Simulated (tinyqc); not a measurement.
Metal-interlayer-semiconductor contact, depinning against tunnelling resistance: two steps of the calculation.

Zero bias, n-type semiconductor. Gap states at the semiconductor surface thin out as exp(-be ti), which unpins the barrier; electrons must then cross the interlayer (a rectangular barrier, no voltage drop across it) and the parabolic depleted layer, both by WKB. Energies E are counted from the Fermi level; no image force, parabolic bands.

Inputs (values chosen for the exercise); semiconductor values close to those of germanium; interlayer mass of the order of that in titanium dioxide, offset chosen freely:
```
symbol,value,unit,meaning
T,400,K,temperature
Eg,0.661,eV,band gap
eps_r,16.1,,relative permittivity
chi,3.85,eV,electron affinity
Nc,1.6e19,cm^-3,conduction-band density of states at T
mt,0.117,m0,tunnelling mass in the semiconductor
mA,1.06,m0,Richardson mass
Nd,2.4e19,cm^-3,donor density
E0,0.091,eV,charge-neutrality level above the valence band
S0,0.049,,pinning factor without interlayer
phiM,4.25,eV,metal work function
ti,1.1,nm,interlayer thickness
dE,0.1,eV,conduction-band offset of the interlayer above the semiconductor
mi,0.31,m0,tunnelling mass in the interlayer
be,4.5,1/nm,decay constant of gap states through the interlayer
```

Constants: q = 1.602176634e-19 C, kB = 1.380649e-23 J/K, eps0 = 8.8541878128e-12 F/m, hbar = 1.054571817e-34 J s, h = 6.62607015e-34 J s, m0 = 9.1093837015e-31 kg, Vt = kB T/q, hbar^2/(2 m0) = 0.0380998212 eV nm^2. Results are converted to the units shown.

Problem 1. Pinning, barrier and scales. S = 1/(1 + (1/S0 - 1) exp(-be ti)); phiB = S (phiM - chi) + (1 - S)(Eg - E0); xi = Ec - EF deep inside, from Nd = Nc F(-xi/Vt), F(x) = (2/sqrt(pi)) int_0^infinity sqrt(u) du/(1 + exp(u - x)); band bending U = phiB - xi; E00 = (hbar/2) sqrt(Nd/(eps0 eps_r mt m0)) in volts; A = 4 pi q mA m0 kB^2/h^3.

Wanted: S; phiB; xi; U; E00; A.

Solution 1.

S = 0.8791
phiB = 0.4205 eV
xi = -0.03189 eV
U = 0.4524 eV
E00 = 0.06627 eV
A = 127.4 A/(cm^2 K^2)

Problem 2. Exponents and integrand on an energy grid. With U = phiB - xi: for xi < E < phiB, y = (E - xi)/U and G1 = (U/E00) [sqrt(1 - y) - y ln((1 + sqrt(1 - y))/sqrt(y))], G1 = 0 above phiB; G2 = 2 ti sqrt(mi max(phiB + dE - E, 0)/C), C = hbar^2/(2 m0); f = 1/(1 + exp(E/Vt)); integrand exp(-G1 - G2) f.

E, point 0 to 15 (eV): -0.03  0  0.03  0.06  0.09  0.12  0.15  0.18  0.21  0.24  0.27  0.3  0.33  0.36  0.39  0.42
phiB = 0.42054629 eV
xi = -0.031888843 eV
E00 = 0.066271539 eV

Give: G1; G2; f; integrand.

Solution 2.

```
point	G1	G2	f	integrand (1e-5)
0	6.7149	4.6563	0.70482	0.8121
1	5.6190	4.5276	0.50000	1.9603
2	4.8004	4.3952	0.29518	2.9955
3	4.1047	4.2587	0.14923	3.4808
4	3.4931	4.1177	0.068433	3.3882
5	2.9472	3.9716	0.029847	2.9518
6	2.4565	3.8200	0.012721	2.3914
7	2.0143	3.6621	0.0053674	1.8388
8	1.6162	3.4971	0.0022549	1.3567
9	1.2593	3.3239	9.4563e-4	0.9667
10	0.9420	3.1411	3.9626e-4	0.6679
11	0.6638	2.9471	1.6599e-4	0.4487
12	0.4254	2.7393	6.9527e-5	0.2936
13	0.2291	2.5144	2.9120e-5	0.1874
14	0.0810	2.2674	1.2196e-5	0.1165
15	0.0002	1.9899	5.1078e-6	0.0698
```

tinyqc, about 0.03 s, one thread, Intel Xeon 2.30GHz (shared host): `OMP_NUM_THREADS=1 python tinyqc.py 2270133 2270134 out.jsonl`
